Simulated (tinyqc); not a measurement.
Inside a calculation. Model: resistance of a tapered via with liner, size effect and interface.

Computed by the program tinyqc: `OMP_NUM_THREADS=1 python tinyqc.py 2750132 2750133 out.jsonl`, one thread of a shared Intel Xeon 2.30GHz, about 0.01 s for the whole run. Printed values are rounded.

A round via whose diameter grows from db at the bottom as D(z) = db + 2 z/tan(ang). The fill, of diameter D - 2 tl, starts above the bottom liner (thickness fb tl) and has rho = rho0 (1 + ks lam/(D - 2 tl)); the sidewall liner conducts in parallel with it. The bottom liner and the interface are crossed over the full area pi db^2/4. Spreading in the lines above and below is left out.

Inputs (values chosen for the exercise); fill metal close to molybdenum: diameter at the bottom db = 9.9 nm; height hv = 34 nm; sidewall angle ang = 88 degrees; bulk resistivity of the fill rho0 = 5.43 uohm cm; mean free path of the fill lam = 11 nm; size-effect factor ks = 1.5; liner on the sidewall tl = 0.1 nm; liner at the bottom over that on the sidewall fb = 0.7; resistivity of the liner rl = 340 uohm cm; interface resistivity at the bottom ri = 9.8e-13 ohm cm^2; ballistic conductance per area, about 3/(4 rho0 lam) Sb = 1.3e15 S/m^2.

## Slices of the via

Slices between z0 = fb tl and hv, evaluated at their midpoints: conductance per length pi/4 [(D - 2 tl)^2/rho + (D^2 - (D - 2 tl)^2)/rl], slice resistance = slice height over that. 6 slices.

| slice | z (nm) | D (nm) | rho (uohm cm) | slice resistance (ohm) |
|---|---|---|---|---|
| 0 | 2.89750 | 10.1024 | 14.4778 | 10.6124 |
| 1 | 8.55250 | 10.4973 | 14.1308 | 9.57974 |
| 2 | 14.2075 | 10.8923 | 13.8094 | 8.68385 |
| 3 | 19.8625 | 11.2872 | 13.5109 | 7.90231 |
| 4 | 25.5175 | 11.6822 | 13.2330 | 7.21701 |
| 5 | 31.1725 | 12.0771 | 12.9735 | 6.61323 |

## Total resistance

R_fill = sum of the slices; R_bottom = rl fb tl/(pi db^2/4); R_interface = ri/(pi db^2/4); ballistic (Sharvin) limit 1/(Sb pi (db - 2 tl)^2/4); ideal cylinder rho0 hv/(pi db^2/4).

parts (ohm): fill 50.6086, bottom liner 3.09184, interface 1.27311
R = 54.9735 ohm
shares (%): fill 92.0599, bottom liner 5.6242, interface 2.3159
ballistic limit = 10.4093 ohm
ideal cylinder = 23.9838 ohm

The fill is the largest part, and R is 2.29 times the ideal cylinder. With 2000 slices R = 55.001 ohm.
